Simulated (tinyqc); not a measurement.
# Ideality, saturation current and resistance from three points

Question. Well above the saturation current a diode obeys V = n Vt ln(I/I0) + I Rs. Find n, Rs and I0.

Inputs (values chosen for the exercise):
- T = 300 K (temperature)

Constants: q = 1.602176634e-19 C, kB = 1.380649e-23 J/K, Vt = kB T/q. Results are converted to the units shown.

currents (A): [2e-6, 0.0009, 0.05]
voltages (V): [0.47410469, 0.74052081, 1.4008084]

Answer. V is linear in the three unknowns n Vt, Rs and -n Vt ln I0, so three points give a linear system.

n = 1.63
Rs = 10.0 ohm
I0 = 2.60e-11 A

Program tinyqc, `OMP_NUM_THREADS=1 python tinyqc.py 2260026 2260027 out.jsonl`; Intel Xeon 2.30GHz, shared host, one thread, about 0.01 s.
